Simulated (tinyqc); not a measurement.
Worked calculation: exciton in a hard-walled quantum well (variational). Values are carried at full precision from step to step, so a last printed digit may differ when a step is redone from the rounded ones.

Constants: Ry = 13.60569312 eV; a0 (Bohr radius) = 0.5291772105 angstrom; hbar^2/2m0 = 3.80998211 eV angstrom^2; e^2/(4 pi eps0) = 14.39964547 eV angstrom.

Values chosen for the exercise (near those of InP; not measured data): me = 0.077 m0 (electron mass); mh = 0.241 m0 (hole mass); eps = 12.8 (dielectric constant); Eg = 1.462 eV (gap); L = 90 angstrom (well width); lams = (47, 66, 81, 95, 114, 142, 190) angstrom (trial lengths).

## Exciton units

1/mu = 1/me + 1/mh, Ry* = Ry mu/eps^2, a* = a0 eps/mu.

mu = 0.05836 m0
Ry* = 4.846 meV
a* = 116.07 angstrom

## Hydrogen-like series

Binding Ry*/n^2 in three dimensions and Ry*/(n - 1/2)^2 in two; strengths relative to n = 1 go as 1/n^3 and (1/2)^3/(n - 1/2)^3. Lines at Eg less the binding.

Series:

| n | 3D binding (meV) | 3D line (eV) | 3D strength | 2D binding (meV) | 2D line (eV) | 2D strength |
|---|---|---|---|---|---|---|
| 1 | 4.85 | 1.4572 | 1.0000 | 19.38 | 1.4426 | 1.0000 |
| 2 | 1.21 | 1.4608 | 0.1250 | 2.15 | 1.4598 | 0.0370 |
| 3 | 0.54 | 1.4615 | 0.0370 | 0.78 | 1.4612 | 0.0080 |
| 4 | 0.30 | 1.4617 | 0.0156 | 0.40 | 1.4616 | 0.0029 |

## The form factor

Electron and hole in the lowest states cos(pi z/L) of a hard-walled well; relative motion in the plane exp(-rho/lam). E(lam) = c/(mu lam^2) - (q/eps) <1/r>, <1/r> = integral over k from 0 to infinity of F(kL) (1 + (k lam/2)^2)^(-3/2), F(x) = [3x + 8 pi^2/x - 32 pi^4 (1 - exp(-x))/(x^2 (x^2 + 4 pi^2))]/(x^2 + 4 pi^2); c = hbar^2/2m0, q = e^2/(4 pi eps0). E is counted from the subband edge.

F at k = 0.5/a*, 1/a*, 2/a*, 4/a* and 8/a*.

Form factor:

| k a* | k L | F |
|---|---|---|
| 0.5 | 0.3877 | 0.9245 |
| 1.0 | 0.7754 | 0.8576 |
| 2.0 | 1.5508 | 0.7445 |
| 4.0 | 3.1015 | 0.5796 |
| 8.0 | 6.2030 | 0.3887 |

## Scan over the trial length

Evaluate the integral numerically for each lam.

Scan:

| lam (angstrom) | <1/r> (1/angstrom) | kinetic (meV) | Coulomb (meV) | E (meV) |
|---|---|---|---|---|
| 47 | 0.02736 | 29.556 | -30.776 | -1.220 |
| 66 | 0.02142 | 14.988 | -24.094 | -9.106 |
| 81 | 0.01833 | 9.951 | -20.618 | -10.667 |
| 95 | 0.01617 | 7.234 | -18.190 | -10.955 |
| 114 | 0.01395 | 5.024 | -15.698 | -10.674 |
| 142 | 0.01162 | 3.238 | -13.077 | -9.839 |
| 190 | 0.00905 | 1.809 | -10.182 | -8.374 |

## The minimum

Minimise E over lam.

lam = 94.9 angstrom
binding energy = 10.96 meV
in Ry* = 2.261
lam/a* = 0.818

The strict two-dimensional limit is 4 Ry* with lam = a*/2; L/a* = 0.78 here.

## Checks

- Binding of a very thin well (L = a*/5000) against 4 Ry*, meV: both 19.4.
- F(3) from a double integral on a grid against the closed form: both 0.5885.

(tinyqc, `OMP_NUM_THREADS=1 python tinyqc.py 1280669 1280670 out.jsonl`, Intel(R) Xeon(R) Processor @ 2.30GHz, 1 thread, shared host, about 0.02 s.)
